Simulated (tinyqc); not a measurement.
From results back to parameters: exchange-split free-electron bands and tunnelling magnetoresistance. Three cases, with inputs chosen for the exercise.

Problem. The electron density n_up + n_dn and the polarisation of the density of states, P = (k_up - k_dn)/(k_up + k_dn), are given; EF and Dx are hidden.

Majority and minority bands E = c k^2/m -/+ Dx/2, c = hbar^2/2m0, so k_up = sqrt(m (EF + Dx/2)/c), k_dn = sqrt(m (EF - Dx/2)/c); n_s = k_s^3/(6 pi^2), D_s = m k_s/(4 pi^2 c).

Constants: hbar^2/2m0 = 3.80998211 eV angstrom^2.

Case 1.

Values chosen: m = 0.9 m0 (mass in the electrodes).
n = 0.0385810 1/angstrom^3
P = 0.140378

Case 2.

Values chosen: m = 1.26 m0 (mass in the electrodes).
n = 0.0390395 1/angstrom^3
P = 0.370202

Case 3.

Values chosen: m = 1.22 m0 (mass in the electrodes).
n = 0.0614136 1/angstrom^3
P = 0.397320

Find: k_up, k_dn; EF; Dx.

Solution. k_dn/k_up = (1 - P)/(1 + P); n then fixes k_up; EF is the mean and Dx the difference of the two kinetic energies.

Case 1.

k_up, k_dn (1/angstrom): 1.1695  0.8816

EF = 4.54 eV
Dx = 2.50 eV

Case 2.

k_up, k_dn (1/angstrom): 1.2820  0.5893

EF = 3.01 eV
Dx = 3.92 eV

Case 3.

k_up, k_dn (1/angstrom): 1.4988  0.6464

EF = 4.16 eV
Dx = 5.71 eV

Computed by tinyqc, one run a case: `OMP_NUM_THREADS=1 python tinyqc.py N N+1 out.jsonl` with N = 1682591, 1682603, 1682686; one thread of a shared Intel(R) Xeon(R) Processor @ 2.30GHz, about 0.01 s a run at most.
